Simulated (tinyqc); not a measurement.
Worked calculation (part 2 of 2): RKS/PBE in the sto-3g basis, for BeH2, spin multiplicity 1. Computed by tinyqc, a small Python program that keeps every step (integrals from PySCF). Command: `OMP_NUM_THREADS=1 python tinyqc.py 27112 27113 out.jsonl` (the two numbers bound the seeds that draw the settings). One thread of a shared host (Intel(R) Xeon(R) Processor @ 2.60GHz), about 1 s of CPU time with the checks.

Geometry (angstrom):
```
atom       x        y       z
Be    0.0000   0.0000  0.0000
H     0.0000   1.6760  0.1370
H     0.0000  -1.6760  0.1370
```

## Iteration 14 (converged): orbitals

converged F (hartree), lower triangle:
```
          1Be 1s   1Be 2s  1Be 2px  1Be 2py  1Be 2pz    2H 1s    3H 1s
1Be 1s   -3.6990
1Be 2s   -1.0941  -0.4779
1Be 2px   0.0000   0.0000   0.0090
1Be 2py   0.0000   0.0000   0.0000  -0.0493
1Be 2pz   0.0012   0.0001   0.0000   0.0000   0.0084
2H 1s    -0.1433  -0.1782   0.0000  -0.1563  -0.0126  -0.1273
3H 1s    -0.1433  -0.1782   0.0000   0.1563  -0.0126  -0.0109  -0.1273
```

X, lower triangle:
```
          1Be 1s   1Be 2s  1Be 2px  1Be 2py  1Be 2pz    2H 1s   3H 1s
1Be 1s    1.0284
1Be 2s   -0.1484   1.1305
1Be 2px   0.0000   0.0000   1.0000
1Be 2py   0.0000   0.0000   0.0000   1.1766
1Be 2pz  -0.0013   0.0103   0.0000   0.0000   1.0010
2H 1s     0.0205  -0.1973   0.0000  -0.2718  -0.0197   1.1389
3H 1s     0.0205  -0.1973   0.0000   0.2718  -0.0197  -0.0432  1.1389
```

Diagonalise F' = X^T F X, C = X C', fill 3 alpha and 3 beta electrons from the bottom; D = 2 C_occ C_occ^T. Each column has its largest component positive (the first on a tie).

F' = X^T F X (hartree), lower triangle:
```
         1        2       3        4        5        6        7
1  -3.5986
2  -0.6098  -0.1936
3   0.0000   0.0000  0.0090
4   0.0000   0.0000  0.0000   0.1145
5  -0.0008   0.0087  0.0000   0.0000   0.0094
6  -0.0008  -0.1201  0.0000  -0.1874  -0.0136  -0.0076
7  -0.0008  -0.1201  0.0000   0.1874  -0.0136  -0.0386  -0.0076
```

orbital energies (hartree): MO1 -3.7048, MO2 -0.2353, MO3 -0.1954, MO4 0.0053, MO5 0.0090, MO6 0.1058, MO7 0.3411

coefficients C:
```
             MO1      MO2      MO3      MO4     MO5      MO6      MO7
1Be 1s    0.9879  -0.2277   0.0000   0.0516  0.0000  -0.2236   0.0000
1Be 2s    0.0453   0.6676   0.0000  -0.2041  0.0000   0.9427   0.0000
1Be 2px   0.0000   0.0000   0.0000   0.0000  1.0000   0.0000   0.0000
1Be 2py   0.0000   0.0000   0.4723   0.0000  0.0000   0.0000   1.1441
1Be 2pz   0.0001   0.0146   0.0000   0.9740  0.0000   0.2324   0.0000
2H 1s    -0.0073   0.3650   0.4587   0.1174  0.0000  -0.7021  -0.7498
3H 1s    -0.0073   0.3650  -0.4587   0.1174  0.0000  -0.7021   0.7498
```

D after iteration 14, lower triangle:
```
          1Be 1s  1Be 2s  1Be 2px  1Be 2py  1Be 2pz    2H 1s   3H 1s
1Be 1s    2.0556
1Be 2s   -0.2145  0.8955
1Be 2px   0.0000  0.0000   0.0000
1Be 2py   0.0000  0.0000   0.0000   0.4462
1Be 2pz  -0.0064  0.0196   0.0000   0.0000   0.0004
2H 1s    -0.1806  0.4868   0.0000   0.4333   0.0107   0.6875
3H 1s    -0.1806  0.4868   0.0000  -0.4333   0.0107  -0.1542  0.6875
```

## Convergence

Stop when the energy changes by less than 1e-09 hartree and every element of the error matrix X^T (F D S - S D F) X is below 9e-06.

Course of the cycle:
```
iteration  E (hartree)     change  largest element of the error matrix
1           -15.431419          -                             2.24e-01
2           -15.543013  -1.12e-01                             6.31e-02
3           -15.565858  -2.28e-02                             3.43e-02
4           -15.574433  -8.58e-03                             8.33e-03
5           -15.575945  -1.51e-03                             1.75e-03
6           -15.576234  -2.89e-04                             3.52e-04
7           -15.576292  -5.73e-05                             7.13e-05
8           -15.576303  -1.14e-05                             1.43e-05
9           -15.576305  -2.28e-06                             2.86e-06
10          -15.576306  -4.57e-07                             5.72e-07
11          -15.576306  -9.14e-08                             1.14e-07
12          -15.576306  -1.83e-08                             2.29e-08
13          -15.576306  -3.66e-09                             4.57e-09
14          -15.576306  -7.31e-10                             9.15e-10
```

PySCF RKS in the same basis, fine grid = -15.589847 hartree

Converged in 14 iterations. The coarse grid moves the energy by +1.35e-02 hartree.

## Populations, bond orders and dipole

overlap S, lower triangle:
```
         1Be 1s  1Be 2s  1Be 2px  1Be 2py  1Be 2pz   2H 1s   3H 1s
1Be 1s   1.0000
1Be 2s   0.2595  1.0000
1Be 2px  0.0000  0.0000   1.0000
1Be 2py  0.0000  0.0000   0.0000   1.0000
1Be 2pz  0.0000  0.0000   0.0000   0.0000   1.0000
2H 1s    0.0328  0.3309   0.0000   0.4149   0.0339  1.0000
3H 1s    0.0328  0.3309   0.0000  -0.4149   0.0339  0.0084  1.0000
```

Mulliken: Z minus the diagonal of D S on the atom; Loewdin: the same with S^(1/2) D S^(1/2); Mayer order: 2 sum_s sum (D(s) S)_ij (D(s) S)_ji over the two atoms.

Charges (e):
```
atom  Mulliken  Loewdin
1Be     0.0429   0.0343
2H     -0.0215  -0.0171
3H     -0.0215  -0.0171
```

Mayer bond orders:
```
pair   order
2-1   0.9697
3-1   0.9697
3-2   0.0298
```

dipole moment about the origin, x y z (debye): 0.0000  0.0000  -0.3111
